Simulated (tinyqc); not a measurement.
From swing S back to deep-state density g_d: field-effect mobility of a thin-film transistor with band-tail and deep states (multiple trapping). Computed by tinyqc, a small Python program. Command: `OMP_NUM_THREADS=1 python tinyqc.py 3005182 3005183 out.jsonl tft inv`. One thread of a shared host (Intel(R) Xeon(R) Processor @ 2.30GHz), about 0.2 s of CPU time with the checks.

A thick film in accumulation at small drain voltage. Only free electrons move; trapped ones still screen the gate. N_c and mu_0 are held fixed when T changes, leaving out the T^(3/2) growth of N_c. x = E_0 - psi is the distance of the Fermi level below the band edge.

Inputs (values chosen for the exercise, modelled on amorphous silicon): permittivity eps = 11.8; effective density of states N_c = 1.8e+20 1/cm^3; band mobility mu_0 = 9.6 cm^2/(V s); tail density at the edge g_t = 6.1e+21 1/(eV cm^3); tail width E_t = 30 meV; flat-band Fermi level below the edge, E_0 = 0.53 eV; equivalent oxide thickness t = 26 nm; surface band bending psi_s as a fraction of E_0 = 0.75; temperature T = 350 K.

Deep states: included.

Constants: k_B = 8.617333262e-05 eV/K; e = 1.602176634e-19 C; eps_0 = 8.8541878128e-12 F/m.

Method:
- F_j(eta) = int_0^infinity x^j/(1 + exp(x - eta)) dx, without a gamma-function factor.
- Integrals over x = E/(k_B T) use 160 Gauss-Legendre points in u = sqrt(x) from 0 to sqrt(max(eta, 0) + 32).
- Free n(x) = N_c (2/sqrt(pi)) F_1/2(-x/k_B T), with F_1/2 from its two-term series in exp(-x/k_B T) for x >= 12 k_B T; tail n_t(x) = int_0^1.2eV g_t exp(-E/E_t)/(1 + exp((x - E)/k_B T)) dE, E counted down from the edge, 120 Gauss-Legendre points; deep charge g_d psi; space charge rho(psi) = n + n_t + g_d psi less its value at psi = 0.
- Poisson: F(psi) = sqrt((2 e/(eps eps_0)) int_0^psi rho dpsi'); V_G - V_FB = psi_s + eps F(psi_s) t/3.9; free sheet density N_f = int (n - n(E_0))/F dpsi; induced sheet density N_i = eps eps_0 F(psi_s)/e; trapezoid rule on 301 even points in psi, the first interval left out of N_f.
- mu_eff = mu_0 N_f/N_i; field-effect mobility mu_FE = mu_0 e (dN_f/dV_G)/C_ox and swing S = dV_G/dlog10(N_f), by a central difference of +/- 2 mV in psi_s; C_ox = 3.9 eps_0/t.

Problem. A run gave the result below. Find the deep-state density g_d, known to lie between 5.3e+15 and 1.4e+16 1/(eV cm^3).

swing S = 5057.62 mV/decade

Solution.

Each step takes the trial c = (a f_b - b f_a)/(f_b - f_a), f being the result less the target and a, b, c the logarithms of the listed values; c replaces end b, the old b replaces a if the sign of f changed, and otherwise f_a is halved.

Scan of the range:
```
deep-state density g_d (1/(eV cm^3))  swing S (mV/decade)
5.30e+15                                          5067.47
6.23e+15                                          5062.92
7.33e+15                                          5057.74
8.61e+15                                          5051.97
1.01e+16                                          5045.54
1.19e+16                                          5038.12
1.40e+16                                          5029.86
```

False position (Illinois rule, in the logarithm of the input) inside the bracket:
```
step        end a        end b        trial  swing S (mV/decade)
1     7.33000e+15  8.61000e+15  7.35553e+15              5057.63
2     8.61000e+15  7.35553e+15  7.35698e+15              5057.62
3     8.61000e+15  7.35698e+15  7.35714e+15              5057.62
4     7.35698e+15  7.35714e+15  7.35707e+15              5057.62
```

Swing S falls at every point of a 13-point scan of the range (every second point is shown), so one value fits; it is bracketed by 7.33e15 and 8.61e15. Answer: deep-state density g_d = 7.357e15 1/(eV cm^3).
